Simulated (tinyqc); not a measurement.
Raising U: Hubbard chain of 6 sites, mean field against exact. Computed by the program tinyqc. Command: `OMP_NUM_THREADS=1 python tinyqc.py 111746 111747 out.jsonl`; one thread of a shared host (Intel(R) Xeon(R) Processor @ 2.60GHz), about 6 s.

one-body matrix (hopping and site energies) (eV):
```
         1        2        3        4        5        6
1   0.0000  -0.9600   0.0000   0.0000   0.0000   0.0000
2  -0.9600   0.0000  -0.9600   0.0000   0.0000   0.0000
3   0.0000  -0.9600   0.0000  -0.9600   0.0000   0.0000
4   0.0000   0.0000  -0.9600   0.0000  -0.9600   0.0000
5   0.0000   0.0000   0.0000  -0.9600   0.0000  -0.9600
6   0.0000   0.0000   0.0000   0.0000  -0.9600   0.0000
```

electrons, up and down: 3  3

Collinear unrestricted mean field (the lowest of 40 random starts) against exact diagonalisation.

Exact and mean-field results (eV):
```
U            U/t    E exact  E mean field  mean |n_up - n_down|  double occupancy, exact  first gap in the sector
0.4800    0.5000  -6.022294     -5.988402                0.0000                   0.2265                   0.7605
0.9600    1.0000  -5.403737     -5.268402                0.0000                   0.2031                   0.6815
1.9200    2.0000  -4.364461     -3.885143                0.4041                   0.1584                   0.5554
2.8800    3.0000  -3.567425     -2.909886                0.6726                   0.1197                   0.4591
3.8400    4.0000  -2.968863     -2.277545                0.8030                   0.0896                   0.3850
5.7600    6.0000  -2.176043     -1.564023                0.9093                   0.0522                   0.2842
7.6800    8.0000  -1.697375     -1.184892                0.9485                   0.0329                   0.2223
11.5200  12.0000  -1.166780     -0.795541                0.9770                   0.0160                   0.1530
19.2000  20.0000  -0.711831     -0.479039                0.9917                   0.0061                   0.0934
```

In absolute terms mean field is worst at U/t = 4.0, 0.691 eV too high: at small U it is nearly exact, and at large U it misses only exchange-scale energies. Its local moments set in at U/t = 2.0 of those listed, a broken symmetry that the exact state of a finite cluster with equal spins does not have. Relative to the exact energy its error is 0.6 % at the smallest U, 33 % at most and 33 % at the largest. The double occupancy falls from 0.226 to 0.006; at the largest U the first gap is 0.49 times the exchange scale 4t^2/U.
